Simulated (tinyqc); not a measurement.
Bandgap voltage reference from two bipolar transistors: one step of the calculation.

Two transistors of area 1 and N carry the same current I. Is(T) = Is (T/T0)^eta exp[(Vg0 q/kB)(1/T0 - 1/T)], VBE1 = Vt ln(I/Is(T)) + I rb, VBE2 = Vt ln(I/(N Is(T))) + I rb/N. The amplifier forces I R1(T) = VBE1 - VBE2 + Vos, with R(T) = R (1 + tc (T - T0)) for both resistors, and the output is Vref = VBE1 + I R2(T). Base currents and the Early effect are neglected.

Question. Operating point at the reference temperature. Vt = kB T/q; I = (Vt ln N + Vos)/(R1(T) - rb (1 - 1/N)). Evaluate at T = T0.

Parameters, values chosen for the exercise; values of the order met in silicon bipolar transistors:
```
symbol    value   unit                                                   meaning
T0          300      K                                     reference temperature
Vg0       1.183      V                      band-gap voltage extrapolated to 0 K
eta         3.4                   temperature exponent of the saturation current
Is      7.8e-16      A           saturation current of the unit transistor at T0
N             8                              area ratio of the second transistor
R1           22   kohm  resistor across which the difference of VBE falls, at T0
tc            0  ppm/K                 temperature coefficient of both resistors
Vos           0     mV                                   offset of the amplifier
rb           58    ohm                  series resistance of the unit transistor
R2        269.1   kohm                                     output resistor at T0
```

Constants: q = 1.602176634e-19 C, kB = 1.380649e-23 J/K. Results are converted to the units shown.

Find: Vt; I; Is(T); VBE1; I R2; Vref.

Answer.

Vt = 0.025852 V
I = 2.4492 uA
Is(T) = 7.8000e-16 A
VBE1 = 0.56546 V
I R2 = 0.65908 V
Vref = 1.2245 V

Numbers from tinyqc (`OMP_NUM_THREADS=1 python tinyqc.py 2062134 2062135 out.jsonl`; about 0.03 s on one thread of a shared Intel Xeon 2.30GHz).
